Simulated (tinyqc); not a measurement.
Inside a calculation. Method: tight binding, honeycomb lattice. Computed by tinyqc, a small Python program that keeps every step. Settings: t1 = 1.59, t2 = 0, phi = 0, delta = 2.22, points = 5. Command: `OMP_NUM_THREADS=1 python tinyqc.py 31926 31927 out.jsonl` (the two numbers bound the seeds that draw the settings). One thread of a shared host (Intel(R) Xeon(R) Processor @ 2.60GHz), about 0.01 s of CPU time with the checks.

## Bloch Hamiltonian at k

Parameters chosen for this model:

| parameter | value | unit |
|---|---|---|
| t1 | 1.590000 | eV, nearest |
| t2 | 0 | eV, second neighbours |
| phi | 0 | rad, phase of t2 (Haldane) |
| delta | 2.220000 | eV, +/- on A and B |

k point k (fractions of the reciprocal vectors): 0.230000  0.030000

H_AB = -t1 (1 + exp(-i k.a1) + exp(-i k.a2)); H_AA = delta - 2 t2 sum cos(k.b + phi), H_BB = -delta - 2 t2 sum cos(k.b - phi), b = a1, a2 - a1, -a2.

H(k) at k (eV):
```
                     A                    B
A             2.220000  -3.351117+1.875399i
B  -3.351117-1.875399i            -2.220000
```

## Levels at k

Diagonalise the Hermitian matrix.

eigenvalues (eV): -4.435708  4.435708

weights |c|^2 of the basis functions:
```
     band 1    band 2
A  0.249758  0.750242
B  0.750242  0.249758
```

## Bloch Hamiltonian at K

k point K (fractions of the reciprocal vectors): 0.333333  0.666667

As before.

H(k) at K (eV):
```
          A          B
A  2.220000   0.000000
B  0.000000  -2.220000
```

## Levels at K

As before.

eigenvalues (eV): -2.220000  2.220000

weights |c|^2 of the basis functions:
```
     band 1    band 2
A  0.000000  1.000000
B  1.000000  0.000000
```

## Bands along a path

The same steps at evenly spaced points between the labelled ones.

Bands along the path (eV):

| k | band 1 | band 2 |
|---|---|---|
| G | -5.261302 | 5.261302 |
| G-K 0.20 | -5.013392 | 5.013392 |
| G-K 0.40 | -4.330208 | 4.330208 |
| G-K 0.60 | -3.398095 | 3.398095 |
| G-K 0.80 | -2.551462 | 2.551462 |
| K | -2.220000 | 2.220000 |
| K-M 0.20 | -2.284221 | 2.284221 |
| K-M 0.40 | -2.427766 | 2.427766 |
| K-M 0.60 | -2.580275 | 2.580275 |
| K-M 0.80 | -2.690790 | 2.690790 |
| M | -2.730659 | 2.730659 |
| M-K' 0.20 | -2.690790 | 2.690790 |
| M-K' 0.40 | -2.580275 | 2.580275 |
| M-K' 0.60 | -2.427766 | 2.427766 |
| M-K' 0.80 | -2.284221 | 2.284221 |
| K' | -2.220000 | 2.220000 |

With 1 band(s) filled, the highest filled level on these points lies at K and the lowest empty one at K: a gap of 4.4400 eV, direct.

## Chern number of the lower band

On a 5 x 5 mesh, the phase of the product of overlaps around each plaquette (k1 then k2); the sum over 2 pi is an integer.

plaquette phases (rad):
```
           1          2          3          4          5
1   0.000000  -0.073180  -0.106161   0.075512   0.047360
2   0.073180   0.000000  -0.212997  -0.159961   0.075512
3   0.106161   0.212997   0.000000  -0.212997  -0.106161
4  -0.075512   0.159961   0.212997   0.000000  -0.073180
5  -0.047360  -0.075512   0.106161   0.073180   0.000000
```

Chern number = 0.000000
